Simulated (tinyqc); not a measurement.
Worked calculation: Tamm state at the end of a one-band chain. Values are carried at full precision from step to step, so a last printed digit may differ when a step is redone from the rounded ones.

A half-infinite chain with site energy 0 and hopping -t, band E = -2t cos(ka); the end site has energy D. The surface Green function of the unperturbed half chain is g = (E -/+ sqrt(E^2 - 4t^2))/(2t^2), the root with |t g| <= 1 and Im g <= 0, and with the shift G = g/(1 - D g).

Values chosen for the exercise:
```
symbol  value  unit      meaning
t       1.2    eV        hopping
D       2.74   eV        shift of the end site
a       3.3    angstrom  spacing
N       10               sites
E       -0.61  eV        energy in the band
```

## The bound state

Amplitudes z^n solve the chain for E = -t (z + 1/z); the end site demands z = -t/D, bound if |z| < 1. Then E = D + t^2/D, weight on the end site 1 - z^2, decay length -a/ln|z|.

z = -0.4380
E = 3.2655 eV
weight on the end site = 0.8082
decay length of the amplitude = 3.997 angstrom

The state lies 0.8655 eV above the band, and its amplitude alternates in sign from site to site.

## A finite chain

Write H for N sites.

H (eV):
```
         1       2       3       4       5       6       7       8       9      10
1    2.740  -1.200       0       0       0       0       0       0       0       0
2   -1.200       0  -1.200       0       0       0       0       0       0       0
3        0  -1.200       0  -1.200       0       0       0       0       0       0
4        0       0  -1.200       0  -1.200       0       0       0       0       0
5        0       0       0  -1.200       0  -1.200       0       0       0       0
6        0       0       0       0  -1.200       0  -1.200       0       0       0
7        0       0       0       0       0  -1.200       0  -1.200       0       0
8        0       0       0       0       0       0  -1.200       0  -1.200       0
9        0       0       0       0       0       0       0  -1.200       0  -1.200
10       0       0       0       0       0       0       0       0  -1.200       0
```

## Levels of the finite chain

Diagonalise; give the weight of each level on site 1.

levels (eV): -2.2893  -1.9671  -1.4621  -0.8197  -0.0974  0.6392  1.3221  1.8849  2.2639  3.2655

weights on site 1: 0.0017  0.0064  0.0136  0.0222  0.0307  0.0369  0.0379  0.0301  0.0123  0.8082

The split-off level differs from the half-infinite value by 0.000 meV, the pull of the far end.

## Local density of states in the band

Form g and G at E; the surface density is -Im G/pi, the bulk density 1/(pi sqrt(4t^2 - E^2)).

g = -0.2118-0.8060i 1/eV
G = -0.2868-0.1093i 1/eV

densities (1/eV): clean end 0.2565, shifted end 0.0348, bulk 0.1371

## Checks

- Pole of G, 1 - D g(E) = 0, at the bound level: both 1.00000.

Program tinyqc; command `OMP_NUM_THREADS=1 python tinyqc.py 1482674 1482675 out.jsonl`; about 0.01 s on one thread of a shared Intel(R) Xeon(R) Processor @ 2.30GHz.
